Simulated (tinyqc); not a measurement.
# Series resistance and mobility from two gate lengths

Inverse problem. At small Vds the total resistance times width is 2 Rs + L/(mu Q), with the same mu and Q at both lengths. Find mu and Rs.

total resistance at L = 20 and 80 nm (ohm um): [349.43154, 497.72615]
Q = 1.19 uC/cm^2

Solution. The slope against L is 1/(mu Q), and the intercept at L = 0 is 2 Rs.

mu = 340 cm^2/(V s)
Rs = 150 ohm um

Computed by the program tinyqc: `OMP_NUM_THREADS=1 python tinyqc.py 2380090 2380091 out.jsonl`, one thread of a shared Intel Xeon 2.30GHz, about 0.01 s for the whole run.
